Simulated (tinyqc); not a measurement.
# Nanowire ballistic transistor, top-of-the-barrier model, step by step

Numbers from tinyqc (`OMP_NUM_THREADS=1 python tinyqc.py 2400027 2400028 out.jsonl`; about 0.07 s on one thread of a shared Intel Xeon 2.30GHz). Printed values are rounded.

At the top of the source barrier, states moving towards the drain are filled by the source (Fermi level 0) and states moving back by the drain (Fermi level -q Vd); nothing scatters. U is the shift of the band edge there, set by the capacitances CG, CD and CS (the total) and by the charge. Parabolic one-dimensional subbands; the source is grounded.

Inputs (values chosen for the exercise); mass and valleys made up: temperature T = 300 K; effective mass m = 0.0306 m0; valley degeneracy gv = 4; relative permittivity of the gate insulator eox = 22; insulator thickness tox = 2.6 nm; wire diameter d = 3 nm; offset of a second subband (0: none) dE = 0.09 eV; gate control CG/CS aG = 0.95; drain control CD/CS aD = 0.007; band edge at the barrier top above the source Fermi level at zero bias E0 = 0.36 eV; gate voltage Vg = 0.56 V; drain voltage Vd = 0.8 V.

Constants: q = 1.602176634e-19 C, kB = 1.380649e-23 J/K, hbar = 1.054571817e-34 J s, h = 6.62607015e-34 J s, m0 = 9.1093837015e-31 kg, Vt = kB T/q, eps0 = 8.8541878128e-14 F/cm where lengths are in cm. Results are converted to the units shown.

## Density of states, capacitances and charge at zero bias

N0 = gv sqrt(2 m kB T/pi)/hbar, CG = 2 pi eps0 eox/ln(1 + 2 tox/d), CS = CG/aG, n0 = n at U = 0 and Vd = 0. eta1 = -(E0 + U)/Vt, eta2 = eta1 - Vd/Vt, n = (N0/2)[F_(-1/2)(eta1) + F_(-1/2)(eta2)], F_(-1/2)(x) = (1/sqrt(pi)) int_0^infinity u^(-1/2)/(1 + exp(u - x)) du. Each F is summed over the two subbands, F(eta) + F(eta - dE/Vt), which share the mass. UL = -(aG Vg + aD Vd).

N0 = 3.25186e6 cm^-1
CG = 12.1719 pF/cm
CS = 12.8126 pF/cm
n0 = 3.00301 cm^-1
UL = -0.5376 eV

## Iteration 1: self-consistent potential at the barrier top

U at the start (U = UL) = -0.5376 eV

eta1 = -(E0 + U)/Vt, eta2 = eta1 - Vd/Vt, n = (N0/2)[F_(-1/2)(eta1) + F_(-1/2)(eta2)], F_(-1/2)(x) = (1/sqrt(pi)) int_0^infinity u^(-1/2)/(1 + exp(u - x)) du. Each F is summed over the two subbands, F(eta) + F(eta - dE/Vt), which share the mass. U(out) = UL + q (n - n0)/CS. U(new) = U + 0.2 (U(out) - U).

eta1 = 6.86987
eta2 = -24.0755
n = 7.99517e6 cm^-1
U(out) = -0.437623 eV
U after iteration 1 = -0.517605 eV

## Iteration 2: self-consistent potential at the barrier top

As before.

eta1 = 6.09641
eta2 = -24.8490
n = 7.25323e6 cm^-1
U(out) = -0.446900 eV
U after iteration 2 = -0.503464 eV

## Course of the iteration: self-consistent potential at the barrier top

Stop when U changes by less than 1e-9 eV, or after 90 iterations.

Course of the iteration:
```
iteration,U (eV),|change| (eV)
1,-0.517605,0.0200
2,-0.503464,0.0141
3,-0.493584,9.88e-3
4,-0.486739,6.84e-3
5,-0.482024,4.72e-3
6,-0.478785,3.24e-3
7,-0.476564,2.22e-3
8,-0.475043,1.52e-3
9,-0.474001,1.04e-3
...,...,...
38,-0.471743,1.73e-8
39,-0.471743,1.18e-8
40,-0.471743,8.10e-9
41,-0.471743,5.54e-9
42,-0.471743,3.79e-9
43,-0.471743,2.59e-9
44,-0.471743,1.77e-9
45,-0.471743,1.21e-9
46,-0.471743,8.31e-10
```

Converged in 46 iterations. At the end each change is about 0.68 times the one before: linear convergence.

## Current, mean velocity and share of the gate voltage

converged U = -0.471743 eV

N0 = gv sqrt(2 m kB T/pi)/hbar, CG = 2 pi eps0 eox/ln(1 + 2 tox/d), CS = CG/aG, n0 = n at U = 0 and Vd = 0. eta1 = -(E0 + U)/Vt, eta2 = eta1 - Vd/Vt, n = (N0/2)[F_(-1/2)(eta1) + F_(-1/2)(eta2)], F_(-1/2)(x) = (1/sqrt(pi)) int_0^infinity u^(-1/2)/(1 + exp(u - x)) du. Each F is summed over the two subbands, F(eta) + F(eta - dE/Vt), which share the mass. I = gv (2 q^2/h) Vt [ln(1 + exp eta1) - ln(1 + exp eta2)], summed over both subbands. Mean velocity I/(q n). CQ = (q/Vt) dn/d(eta1); the band edge follows the gate as -dU/dVg = aG/(1 + CQ/CS).

eta1 = 4.32240
n = 5.26660e6 cm^-1
I = 44.3486 uA
mean velocity = 5.25581e7 cm/s
CQ = 7.42005 pF/cm
-dU/dVg = 0.601600 eV/V

The carriers from the source are degenerate (eta1 = 4.32), and the mean velocity is 1.71 times vT = sqrt(2 kB T/(pi m)) = 3.08e7 cm/s.
